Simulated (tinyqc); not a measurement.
Inside a calculation. Method: empirical pseudopotential in a few plane waves. Computed by tinyqc, a small Python program that keeps every step. Settings: plane-wave index or count = 15. Command: `OMP_NUM_THREADS=1 python tinyqc.py 23514 23515 out.jsonl` (the two numbers bound the seeds that draw the settings). One thread of a shared host (Intel(R) Xeon(R) Processor @ 2.60GHz), about 0.2 s of CPU time with the checks.

## Bloch Hamiltonian at k

Parameters chosen for this model: fcc lattice, atoms at +/- a/8 (1,1,1); form factors in rydberg at |G|^2 in units of (2 pi/a)^2:
```
parameter                 value      unit
a                      6.420000  angstrom
VS(3)                 -0.218000        Ry
VS(8)                  0.018000        Ry
VS(11)                 0.050000        Ry
VA(3)                  0.084000        Ry
VA(4)                  0.060000        Ry
VA(11)                 0.015000        Ry
hbar^2/2m (2 pi/a)^2   3.649326        eV
```

k point k (2 pi / a): [0.100000, -0.280000, 0.290000]

Basis: the 15 shortest G (labels in 2 pi/a), the same at every k. H(G,G') = c |k + G|^2 delta + VS(|G-G'|^2) cos((G-G').tau) + i VA sin((G-G').tau), tau = a/8 (1,1,1); 1 Ry = 13.605693 eV.

H(k) at k (eV):
```
                     +0+0+0               -1-1-1               -1-1+1               -1+1-1
+0+0+0             0.629509   2.097308+0.808137i  -2.097308+0.808137i  -2.097308+0.808137i
-1-1-1   2.097308-0.808137i            10.774634   0.000000-0.816342i   0.000000-0.816342i
-1-1+1  -2.097308-0.808137i   0.000000+0.816342i            15.007851             0.244902
-1+1-1  -2.097308-0.808137i   0.000000+0.816342i             0.244902             6.687389
-1+1+1  -2.097308+0.808137i            -0.244902   0.000000+0.816342i   0.000000+0.816342i
+1-1-1  -2.097308-0.808137i   0.000000+0.816342i             0.244902             0.244902
+1-1+1  -2.097308+0.808137i            -0.244902   0.000000+0.816342i             0.000000
+1+1-1  -2.097308+0.808137i            -0.244902             0.000000   0.000000+0.816342i
+1+1+1   2.097308+0.808137i             0.000000            -0.244902            -0.244902
-2+0+0   0.000000-0.816342i  -2.097308+0.808137i  -2.097308-0.808137i  -2.097308-0.808137i
+0-2+0   0.000000-0.816342i  -2.097308+0.808137i  -2.097308-0.808137i   0.481034-0.144310i
+0+0-2   0.000000-0.816342i  -2.097308+0.808137i   0.481034-0.144310i  -2.097308-0.808137i
+0+0+2   0.000000+0.816342i  -0.481034-0.144310i   2.097308+0.808137i  -0.481034+0.144310i
+0+2+0   0.000000+0.816342i  -0.481034-0.144310i  -0.481034+0.144310i   2.097308+0.808137i
+2+0+0   0.000000+0.816342i  -0.481034-0.144310i  -0.481034+0.144310i  -0.481034+0.144310i

                     -1+1+1               +1-1-1               +1-1+1               +1+1-1
+0+0+0  -2.097308-0.808137i  -2.097308+0.808137i  -2.097308-0.808137i  -2.097308-0.808137i
-1-1-1            -0.244902   0.000000-0.816342i            -0.244902            -0.244902
-1-1+1   0.000000-0.816342i             0.244902   0.000000-0.816342i             0.000000
-1+1-1   0.000000-0.816342i             0.244902             0.000000   0.000000-0.816342i
-1+1+1            10.920607             0.000000             0.244902             0.244902
+1-1-1             0.000000            12.234364   0.000000-0.816342i   0.000000-0.816342i
+1-1+1             0.244902   0.000000+0.816342i            16.467581             0.244902
+1+1-1             0.244902   0.000000+0.816342i             0.244902             8.147119
+1+1+1   0.000000+0.816342i            -0.244902   0.000000+0.816342i   0.000000+0.816342i
-2+0+0   2.097308-0.808137i   0.481034-0.144310i  -0.481034-0.144310i  -0.481034-0.144310i
+0-2+0  -0.481034-0.144310i  -2.097308-0.808137i   2.097308-0.808137i  -0.481034-0.144310i
+0+0-2  -0.481034-0.144310i  -2.097308-0.808137i  -0.481034-0.144310i   2.097308-0.808137i
+0+0+2  -2.097308+0.808137i  -0.481034+0.144310i  -2.097308+0.808137i   0.481034+0.144310i
+0+2+0  -2.097308+0.808137i  -0.481034+0.144310i   0.481034+0.144310i  -2.097308+0.808137i
+2+0+0   0.481034+0.144310i   2.097308+0.808137i  -2.097308+0.808137i  -2.097308+0.808137i

                     +1+1+1               -2+0+0               +0-2+0               +0+0-2
+0+0+0   2.097308-0.808137i   0.000000+0.816342i   0.000000+0.816342i   0.000000+0.816342i
-1-1-1             0.000000  -2.097308-0.808137i  -2.097308-0.808137i  -2.097308-0.808137i
-1-1+1            -0.244902  -2.097308+0.808137i  -2.097308+0.808137i   0.481034+0.144310i
-1+1-1            -0.244902  -2.097308+0.808137i   0.481034+0.144310i  -2.097308+0.808137i
-1+1+1   0.000000-0.816342i   2.097308+0.808137i  -0.481034+0.144310i  -0.481034+0.144310i
+1-1-1            -0.244902   0.481034+0.144310i  -2.097308+0.808137i  -2.097308+0.808137i
+1-1+1   0.000000-0.816342i  -0.481034+0.144310i   2.097308+0.808137i  -0.481034+0.144310i
+1+1-1   0.000000-0.816342i  -0.481034+0.144310i  -0.481034+0.144310i   2.097308+0.808137i
+1+1+1            12.380337  -0.481034-0.144310i  -0.481034-0.144310i  -0.481034-0.144310i
-2+0+0  -0.481034+0.144310i            13.767081             0.244902             0.244902
+0-2+0  -0.481034+0.144310i             0.244902            19.314055             0.244902
+0+0-2  -0.481034+0.144310i             0.244902             0.244902            10.993593
+0+0+2  -2.097308-0.808137i            -0.244902            -0.244902             0.000000
+0+2+0  -2.097308-0.808137i            -0.244902             0.000000            -0.244902
+2+0+0  -2.097308-0.808137i             0.000000            -0.244902            -0.244902

                     +0+0+2               +0+2+0               +2+0+0
+0+0+0   0.000000-0.816342i   0.000000-0.816342i   0.000000-0.816342i
-1-1-1  -0.481034+0.144310i  -0.481034+0.144310i  -0.481034+0.144310i
-1-1+1   2.097308-0.808137i  -0.481034-0.144310i  -0.481034-0.144310i
-1+1-1  -0.481034-0.144310i   2.097308-0.808137i  -0.481034-0.144310i
-1+1+1  -2.097308-0.808137i  -2.097308-0.808137i   0.481034-0.144310i
+1-1-1  -0.481034-0.144310i  -0.481034-0.144310i   2.097308-0.808137i
+1-1+1  -2.097308-0.808137i   0.481034-0.144310i  -2.097308-0.808137i
+1+1-1   0.481034-0.144310i  -2.097308-0.808137i  -2.097308-0.808137i
+1+1+1  -2.097308+0.808137i  -2.097308+0.808137i  -2.097308+0.808137i
-2+0+0            -0.244902            -0.244902             0.000000
+0-2+0            -0.244902             0.000000            -0.244902
+0+0-2             0.000000            -0.244902            -0.244902
+0+0+2            19.460028             0.244902             0.244902
+0+2+0             0.244902            11.139566             0.244902
+2+0+0             0.244902             0.244902            16.686541
```

## Levels at k

Diagonalise the Hermitian matrix.

eigenvalues (eV): [-3.751715, 4.558047, 6.094796, 6.477127, 9.769550, 11.376369, 11.651903, 12.249198, 13.594201, 14.511838, 16.458640, 17.686473, 19.686325, 20.907142, 23.340362]

## Bands along a path

The same steps at evenly spaced points between the labelled ones.

Bands along the path (eV), lowest eight:
```
k            band 1    band 2    band 3    band 4     band 5     band 6     band 7     band 8
L         -2.906463  2.796073  6.369972  6.369972   9.257669  11.811493  11.811493  15.145361
L-G 0.20  -3.223673  3.169068  6.303307  6.303307   9.231736  11.733513  11.733513  14.656137
L-G 0.40  -3.567146  3.898169  6.345012  6.345012   9.334816  11.727627  11.727627  13.083505
L-G 0.60  -3.859769  4.872382  6.457777  6.457777   9.394558  11.587161  11.587161  11.758034
L-G 0.80  -4.051971  5.950473  6.579832  6.579832   8.946769  11.175416  11.297825  11.297825
G         -4.118559  6.633845  6.633845  6.633845   8.374494  11.153586  11.153586  11.153586
G-X 0.20  -4.029724  5.904918  6.472731  6.472731   9.188675  10.829190  11.511968  11.511968
G-X 0.40  -3.772717  4.813304  6.131628  6.131628  10.240929  10.316972  12.440727  12.440727
G-X 0.60  -3.379902  3.829972  5.823270  5.823270   9.797976  10.392452  13.554060  13.720172
G-X 0.80  -2.918953  3.071721  5.669615  5.669615   9.610364   9.896141  15.198946  15.230874
X         -2.507314  2.672045  5.729013  5.729013   9.515113   9.835083  16.934359  16.934359
```

With 4 band(s) filled, the highest filled level on these points lies at G and the lowest empty one at G: a gap of 1.7406 eV, direct. This holds for the small fixed basis; with all plane waves up to |k + G|^2 = 21 (2 pi/a)^2 the gap along the path is 1.95 eV.

## Convergence with the number of plane waves

Levels at G counted from the fourth one.

Levels (eV):
```
plane waves     level 1   level 5   level 8
9            -13.005654  1.632683  1.718685
15           -10.752404  1.740649  4.519740
27            -9.900026  1.958930  4.688233
51            -9.598283  1.895750  4.920082
59            -9.583700  1.942972  4.727268
65            -9.580817  1.937439  4.704371
89            -9.569672  1.941957  4.710250
```
